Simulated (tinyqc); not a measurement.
# Surface potential of a MOS transistor: implicit equation and explicit approximations, step by step

Numbers from tinyqc (`OMP_NUM_THREADS=1 python tinyqc.py 2122153 2122154 out.jsonl`; about 0.01 s on one thread of a shared Intel Xeon 2.30GHz). Printed values are rounded.

p-type body, charge-sheet picture, depletion and inversion only, full ionisation (an idealisation for deep acceptors), Boltzmann statistics (rough once Na exp(x - xn) passes about Nc/7). In units of Vt: xg = (Vg - Vfb)/Vt, x = psi/Vt, G = gamma/sqrt(Vt), xn = (2 phiF + Vc)/Vt. The implicit equation is (xg - x)^2 = G^2 [x - 1 + exp(x - xn)] for x above about 3. Cox = eps0 eox/tox.

Parameters, values chosen for the exercise; band and dielectric values close to those of silicon:

| symbol | value | unit | meaning |
|---|---|---|---|
| T | 350 | K | temperature |
| Eg | 1.11 | eV | band gap |
| eps_r | 11.7 |  | relative permittivity |
| Nc | 3.58e19 | cm^-3 | conduction-band density of states at T |
| Nv | 3.28e19 | cm^-3 | valence-band density of states at T |
| eox | 7.52 |  | relative permittivity of the gate insulator (close to silicon nitride) |
| tox | 11 | nm | insulator thickness |
| Na | 1.8e16 | cm^-3 | acceptor density |
| Vfb | -0.66 | V | flat-band voltage |
| Vc | 1 | V | channel-body voltage |
| Vg | 1.48 | V | gate-body voltage |

Constants: q = 1.602176634e-19 C, kB = 1.380649e-23 J/K, Vt = kB T/q, eps0 = 8.8541878128e-14 F/cm where lengths are in cm. Results are converted to the units shown.

## Scales

ni = sqrt(Nc Nv) exp(-Eg/(2 Vt)), Eg in volts; phiF = Vt ln(Na/ni); gamma = sqrt(2 q eps0 eps_r Na)/Cox; VT = Vfb + Vt (xn + G sqrt(xn - 1)).

phiF = 0.327240 V
gamma = 0.127703 V^0.5
G = 0.735325
xn = 54.8555
VT = 1.15723 V
xg = 70.9533

## Explicit approximation

Depletion value a = 1 + [sqrt(G^2/4 + xg - 1) - G/2]^2; inversion value b = xn + ln[(xg - xn)^2/G^2 - xn + 1] and first guess y = min(a, b) - ln(1 + exp(-|a - b|)) if a > xn + 1, else b = y = a; one second-order correction with D = exp(y - xn), p = 2 (xg - y) + G^2 (1 + D), w = (xg - y)^2 - G^2 (y - 1 + D): z = y + 2 w/(p + sqrt(p^2 - 2 (2 - G^2 D) w)), or the Newton step z = y + w/p where the root is not real.

a = 65.0676
b = 60.9086
y = 60.8931
p = 247.143
w = -157.657
z = 60.2552

The root of the implicit equation is x = 59.9590; y misses it by 0.93 and z by 0.30, in units of Vt (Newton branch).

## Starting value

x = a rounded to two decimals.

x at the start = 65.07

## Iteration 1: new x

D = exp(x - xn), f = (xg - x)^2 - G^2 (x - 1 + D), f' = -2 (xg - x) - G^2 (1 + D), x(new) = x - f/f'.

D = 27295.5
f = -14758.8
f' = -14771.1
x after iteration 1 = 64.0708

## Iteration 2: new x

As before.

D = 10049.8
f = -5420.69
f' = -5448.26
x after iteration 2 = 63.0759

## Iteration 3: new x

As before.

D = 3715.87
f = -1980.69
f' = -2025.48
x after iteration 3 = 62.0980

## Course of the iteration

Stop when the step is below 1e-11, or after 60 iterations.

Course of the iteration:

| iteration | x before the step | step |
|---|---|---|
| 1 | 65.07 | -0.999 |
| 2 | 64.0708 | -0.995 |
| 3 | 63.0759 | -0.978 |
| 4 | 62.0980 | -0.918 |
| 5 | 61.1802 | -0.742 |
| 6 | 60.4383 | -0.395 |
| 7 | 60.0433 | -0.0815 |
| 8 | 59.9617 | -2.74e-3 |
| 9 | 59.9590 | -2.94e-6 |
| 10 | 59.9590 | -3.37e-12 |

Converged in 10 iterations. In 3 iterations the step is within 5 % of -1, the mark of an exponential that dominates f.

## Potential, charges and gate control

converged x = 59.9590

psi = Vt x; N_dep = Cox Vt G sqrt(x - 1)/q; N_inv = (Cox Vt G/q) [sqrt(x - 1 + exp(x - xn)) - sqrt(x - 1)]; dpsi/dVg = 1/[1 + G^2 (1 + exp(x - xn))/(2 (xg - x))].

psi = 1.80840 V
N_dep = 6.43367e11 cm^-2
N_inv = 6.0941e11 cm^-2
dpsi/dVg = 0.197163

psi lies 5.1 Vt above 2 phiF + Vc.
